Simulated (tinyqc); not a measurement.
Tight binding, honeycomb lattice, step by step. One step of it, computed by the program tinyqc.

Problem. Levels at k. Diagonalise the Hermitian matrix.

H(k) at k (eV):
```
                     A                    B
A             0.000000  -2.366618+0.369111i
B  -2.366618-0.369111i             0.000000
```

Give: eigenvalues; weights |c|^2 of the basis functions.

Solution.

eigenvalues (eV): -2.3952  2.3952

weights |c|^2 of the basis functions:
```
   band 1  band 2
A  0.5000  0.5000
B  0.5000  0.5000
```
